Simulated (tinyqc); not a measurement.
# Tunnelling through a gate dielectric, WKB transmission and Tsu-Esaki current: effect of temperature

Electrons leave the emitter at x = 0. Energies E (motion across the layers) are in eV from the emitter Fermi level; the collector Fermi level lies at -V and offers states at every E. No charge in the dielectric and no image force: F1 = V/t1, U = phi1 - F1 x. With C = hbar^2/(2 m0), kappa = sqrt(m (U - E)/C) where U > E and 0 elsewhere; T(E) = exp(-S), S = 2 times the integral of kappa over x.

Each layer adds (2/F) sqrt(m/C) [G(u at its left edge) - G(u at its right edge)] to S, with u = U - E (0 where negative) and G(u) = (2/3) u^1.5. J = J0 times the integral of T(E) N(E) dE, N = ln[(1 + exp(-E/Vt))/(1 + exp((-E - V)/Vt))], J0 = q^2 me m0 kB T/(2 pi^2 hbar^3) (times 1e-4 for A/cm^2 per eV), from E = -Ef to far above the barrier (T = 1 there), by quadrature converged to the digits shown.

Values chosen for this exercise; dielectric values close to those of aluminium oxide:
```
symbol,value,unit,meaning
Ef,4.8,eV,Fermi energy of the emitter above its band bottom
me,1,m0,emitter mass in the supply function
phi1,2.63,eV,barrier of layer 1 above the emitter Fermi level at zero bias
m1,0.4,m0,tunnelling mass of layer 1
t1,2.4,nm,thickness of layer 1
V,1.3,V,voltage across the dielectric
```

Constants: q = 1.602176634e-19 C, kB = 1.380649e-23 J/K, hbar = 1.054571817e-34 J s, m0 = 9.1093837015e-31 kg, Vt = kB T/q, hbar^2/(2 m0) = 0.0380998212 eV nm^2. Results are converted to the units shown.

Result of one run:
```
J (A/cm^2)	mean E of the current (eV)
0.2070	-0.4002
```

Which temperature T gave this result: 50, 200, 400 or 600 K?

T = 200 K.

The whole series:
```
T (K)	J (A/cm^2)	mean E of the current (eV)
50	0.2044	-0.4054
100	0.2049	-0.4043
200	0.2070	-0.4002
300	0.2106	-0.3932
400	0.2157	-0.3832
500	0.2226	-0.3699
600	0.2316	-0.3529
750	0.2501	-0.3190
```

Between 50 and 300 K the current changes by a factor of 1.03, and between 300 and 750 K by 1.19; the mean energy of the current rises from -0.405 to -0.319 eV. The transmission grows by a factor e over d = 0.178 eV near E = 0, equal to kB T/q at 2070 K: far below that temperature the thermal tail adds little.

Program tinyqc, `OMP_NUM_THREADS=1 python tinyqc.py 2540004 2540005 out.jsonl`; Intel Xeon 2.30GHz, shared host, one thread, about 0.02 s.
